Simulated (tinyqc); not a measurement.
Worked calculation: Stillinger-Weber potential for a tetrahedral semiconductor. Computed by tinyqc, a small Python program that keeps every step. Command: `OMP_NUM_THREADS=1 python tinyqc.py 3024749 3024750 out.jsonl swsi walk`. One thread of a shared host (Intel(R) Xeon(R) Processor @ 2.30GHz), about 0.03 s of CPU time with the checks. Intermediate numbers are printed to about 5 digits and carried at full precision; extremes and crossings named in words are read from the listed rows.

With x = r/sigma: pair term eps A (B x^-4 - 1) exp(1/(x - a)); for each pair of neighbours j, k of atom i, three-body term eps lambda exp(gamma/(x_ij - a) + gamma/(x_ik - a)) (cos theta_jik + 1/3)^2; both vanish beyond x = a. A = 7.049556277, B = 0.6022245584, a = 1.8.

Inputs (values chosen for the exercise, modelled on germanium): energy scale eps = 1.843 eV; length scale sigma = 2.162 angstrom; three-body strength lambda = 31.3; gamma = 1.3; bond 1 of the trimer = 2.4 angstrom; bond 2 of the trimer = 2.31 angstrom; angle of the trimer theta = 76.4 degrees.

displacement of one atom (angstrom): [-0.038, -0.18, 0.11]

Constants: 1 eV/angstrom^3 = 160.2176634 GPa.

## A trimer

Atom 1 binds atoms 2 and 3 at the angle theta; the third side follows from the cosine rule. Sum the three pair terms and the three-body terms centred on each atom.

distance 2-3 = 2.9136 angstrom

pair terms (eV): 1-2 -1.8400, 1-3 -1.7812, 2-3 -1.1644

three-body term at atom 1 = 0.47906 eV

three-body terms at atoms 2 and 3 = 0.94569 eV

energy of the trimer = -3.3609 eV

The cut-off is 3.892 angstrom, so atoms 2 and 3 interact directly.

## The diamond lattice

All angles are tetrahedral, so only the pair term acts; its minimum lies at x = 2^(1/6) with depth eps, and second neighbours lie beyond the cut-off. a0 = 4 d/sqrt3; E = -2 eps per atom.

bond length d = 2.4268 angstrom

lattice constant a0 = 5.6044 angstrom

energy per atom = -3.686 eV

## Elastic constants and internal strain

Second derivatives of the energy per atom, volume a0^3/8: e_xx gives C11, e_xx = -e_yy gives 2 (C11 - C12), e_xy = e_yx = h/2 gives the unrelaxed C44(0). Under that shear the second sublattice shifts by u_z; minimising over u_z gives C44 = C44(0) - E_hu^2/(E_uu V) and Kleinman's zeta = |E_hu/E_uu|/(a0/4). The optical force constant is k = 4 E_uu, with M omega^2 = k at the zone centre.

C11 = 121.36 GPa

C12 = 56.994 GPa

unrelaxed C44(0) = 85.601 GPa

C44 = 47.166 GPa

internal strain zeta = 0.59918

optical force constant k = 29.958 eV/angstrom^2

Internal relaxation lowers C44 by 45 %. zeta = 1 would keep all bond lengths equal under shear and 0 would move atoms with the lattice; the value here is 0.60. Caution: the original fit to silicon is too soft in shear (C44) and too stiff for the optical mode.

## One atom displaced in the eight-atom cell

Cubic cell of side a0 with periodic images; atoms 1 to 4 at (0,0,0), (0,1/2,1/2), (1/2,0,1/2), (1/2,1/2,0), atoms 5 to 8 shifted by (1/4,1/4,1/4). Atom 5 is moved by u. Forces are minus the gradient of the total energy.

bond lengths from atom 5 to atoms 1 to 4 (angstrom): [2.3733, 2.4545, 2.2867, 2.6181]

rise of the pair energy = 0.23625 eV

three-body energy = 0.080522 eV

forces (eV/angstrom), rows atom 5, atom 1, atom 2, atom 3, atom 4, columns x, y, z:
$$\begin{pmatrix}
0.1347 & 2.5112 & -1.4557 \\
-0.2675 & -0.5261 & -0.1200 \\
0.0590 & -0.3146 & 0.0760 \\
0.6829 & -0.9445 & 0.8260 \\
-0.6031 & -0.8085 & 0.7156
\end{pmatrix}$$

Bond bending carries 25 % of the energy rise. The four neighbours take up a total force of 2.998 against 2.906 eV/angstrom on atom 5; the difference acts on atoms 6 to 8.

## Diamond against structures with more neighbours

Each structure is relaxed in its neighbour distance d (lowest minimum for d between sigma and 1.7 sigma), with all neighbours inside the cut-off, second shells too where they fall inside.

Energies per atom (eV):
```
structure     first neighbours  d (angstrom)     pair  three-body    total  volume (angstrom^3)
diamond                      4        2.4268  -3.6860      0.0000  -3.6860               22.003
simple cubic                 6        2.7202  -4.6760      1.2675  -3.4085               20.128
bcc                          8        2.8929  -5.5338      1.9300  -3.6038               18.637
fcc                         12        3.0218  -5.4665      1.9201  -3.5465               19.512
```

The order is diamond < bcc < fcc < simple cubic, the lowest two 0.082 eV apart. Against diamond the pair energy changes by -0.99 (simple cubic), -1.85 (bcc), -1.78 (fcc) eV, while angles away from 109.47 degrees cost 1.27, 1.93, 1.92 eV; the bonds stretch to 3.02 angstrom in fcc to weaken that penalty.

Checks made by the program: lattice sum at a0 (relative difference below 1e-10); B from the pair term alone, phi''(d)/(3 a0), against (C11 + 2 C12)/3 (relative difference 5e-07).
